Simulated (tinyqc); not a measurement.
Speciation in dilute and buffered hydrofluoric acid, oxide etch rate and bath loading. Changing the NH4F added. Computed by tinyqc, a small Python program. Command: `OMP_NUM_THREADS=1 python tinyqc.py 3120328 3120329 out.jsonl hfetch sweep`. One thread of a shared host (Intel(R) Xeon(R) Processor @ 2.30GHz), about 0.01 s of CPU time with the checks.

Concentrations stand for activities, NH4+ and Cl- are spectators, and water ionisation is neglected. H, F and HF2 denote the ions H+, F- and HF2-. The base temperature is 298 K.

Inputs (values chosen for the exercise, of the order of those for thermal oxide at room temperature):
```
quantity,value,unit
HF added,0.58,mol/L
HCl added,0,mol/L
K1 = [H][F]/[HF],0.000617,mol/L
K2 = [HF2]/([HF][F]),3.9,L/mol
K3 = [H2F2]/[HF]^2,2.99,L/mol
rate constant of neutral HF k_a,13,nm L/(min mol)
rate constant of HF2 k_b,65,nm L/(min mol)
activation energy,0.41,eV
temperature error,2.1,K
oxide removed per wafer,110,nm
```

Constants: k_B = 8.617333262e-05 eV/K.

Method:
- Fluoride balance: [HF] + [F] + 2 [HF2] + 2 [H2F2] = HF added + NH4F added. Acid balance: [H] + [HF] + [HF2] + 2 [H2F2] = HF added + HCl added. For a trial [H], [HF] = [H][F]/K1, and the fluoride balance is a quadratic in [F].
- The root is refined to 1e-13 in pH = -log10 [H].
- Rate = k_a ([HF] + 2 [H2F2]) + k_b [HF2], an empirical two-term form.
- Time = oxide/rate; a temperature error changes the rate by exp((E_a/k_B)(1/298 - 1/(298 + error))) - 1.

One run for each value:
```
NH4F added (mol/L),etch rate (nm/min),pH,[HF2] (mol/L),[HF] (mol/L)
0.019,8.123,2.0184,0.01360,0.23278
0.039,8.573,2.2189,0.02138,0.23166
0.08,9.533,2.4965,0.03913,0.22768
0.16,11.385,2.8108,0.07433,0.21853
0.33,15.039,3.1816,0.14438,0.19875
0.68,21.199,3.6226,0.26273,0.16135
1.4,28.755,4.1832,0.40799,0.10545
2.8,33.780,4.8195,0.50462,0.05637
5.8,36.083,5.5018,0.54890,0.02680
```

Describe the trends.

Over the rows, etch rate (nm/min) rises from 8.12 to 36.1 (exponent d ln y / d ln x 0.075 between the first rows and 0.091 between the last); pH rises from 2.02 to 5.50; [HF2] (mol/L) rises from 0.0136 to 0.549 (exponent d ln y / d ln x 0.63 between the first rows and 0.12 between the last).

Caution (rows 0.680, 1.40, 2.80, 5.80): at ionic strengths above about 0.5 mol/L activities differ much from concentrations, so pH and rates are only indicative.
